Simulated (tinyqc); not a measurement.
# Bulk transistor, scale length and short-channel effects: effects of single changes

A gate, an insulator of thickness ti and a depleted layer of depth ts on a conducting body. Below threshold the potential that source and drain add obeys Laplace's equation and vanishes on the gate and at the bottom of the depleted layer. Its lowest mode decays along the channel as exp(-k y); k is the smallest positive root of the matching condition at the interface, and the scale length is Lambda = pi/k.

Parameters, values chosen for the exercise; permittivities: semiconductor made up, insulator close to that of aluminium oxide:

| symbol | value | unit | meaning |
|---|---|---|---|
| T | 300 | K | temperature |
| eps_r | 12.5 |  | relative permittivity of the semiconductor |
| ei | 8.59 |  | relative permittivity of the insulator |
| ti | 3 | nm | insulator thickness |
| ts | 29 | nm | depletion depth |
| L | 86 | nm | channel length |
| Vbi | 0.89 | V | potential of the source |
| sT | 0.43 | V | potential of the barrier top at threshold |
| Vds | 0.8 | V | drain voltage |

Constants: q = 1.602176634e-19 C, kB = 1.380649e-23 J/K, Vt = kB T/q. Results are converted to the units shown.

Each table varies one quantity; the others keep the values above.

## Effect of the drain voltage

k is the smallest positive root of f(k) = eps_r sin(k ti) cos(k ts) + ei cos(k ti) sin(k ts). Along the channel psi(y) = s + a exp(y/l) + b exp(-y/l) with psi(0) = Vbi, psi(L) = Vbi + Vds and l = 1/k = Lambda/pi; with A = Vbi - s, B = A + Vds, x = exp(-L/l): a = (B - A x) x/(1 - x^2), b = (A - B x)/(1 - x^2). The minimum is s + 2 sqrt(a b), at y = (l/2) ln(b/a). The long-channel potential follows the gate as s = sT + (Vg - VTL)/m, and the threshold VT is the gate voltage at which the minimum equals sT. Swing = m Vt ln 10/g at threshold, g = d(minimum)/ds = 1 - (b x + a)/((1 + x) sqrt(a b)). DIBL = [VT(0.05 V) - VT(Vds)]/(Vds - 0.05 V). sT and Vbi are held fixed; m = 1 + eps_r ti/(ei ts) in each row.

The same in every row: Lambda (nm) = 33.24; L/Lambda = 2.587.

Effect of the drain voltage:
```
Vds (V)  VT - VTL at Vds (mV)  DIBL (mV/V)  swing (mV/decade)
0.2                    -22.57        18.27              70.96
0.35                   -25.03        17.31              71.02
0.5                    -27.27        16.53              71.09
0.65                   -29.35        15.87              71.16
0.8                    -31.30        15.30              71.23
0.95                   -33.15        14.80              71.30
1.1                    -34.90        14.36              71.38
```

What does the comparison show?

As Vds goes from 0.2 to 1.1 V, Lambda stays at 33.2 nm, DIBL falls from 18.3 to 14.4 mV/V and the swing rises from 71.0 to 71.4 mV a decade.

## Effect of the relative permittivity of the insulator

Same model as above.

Results:
```
ei   Lambda (nm)  L/Lambda  VT - VTL at Vds (mV)  DIBL (mV/V)  swing (mV/decade)
3.9        37.20     2.312                -57.03        27.97              84.24
5.7        35.07     2.453                -41.61        20.37              76.67
8.5        33.28     2.584                -31.51        15.40              71.34
12         32.12     2.678                -26.00        12.69              68.22
27         30.42     2.827                -19.33        9.424              64.07
40         29.97     2.870                -17.76        8.656              63.01
```

Estimate the missing row, ei = 18.

Computed row:
```
ei  Lambda (nm)  L/Lambda  VT - VTL at Vds (mV)  DIBL (mV/V)  swing (mV/decade)
18        31.12     2.764                -21.88        10.67              65.72
```

With this row back in the table: As ei goes from 3.9 to 40, Lambda falls from 37.2 to 30.0 nm, DIBL falls from 28.0 to 8.66 mV/V and the swing falls from 84.2 to 63.0 mV a decade. On average Lambda goes as ei^(-0.09).

Program tinyqc, `OMP_NUM_THREADS=1 python tinyqc.py 2420172 2420173 out.jsonl`; Intel Xeon 2.30GHz, shared host, one thread, about 0.01 s.
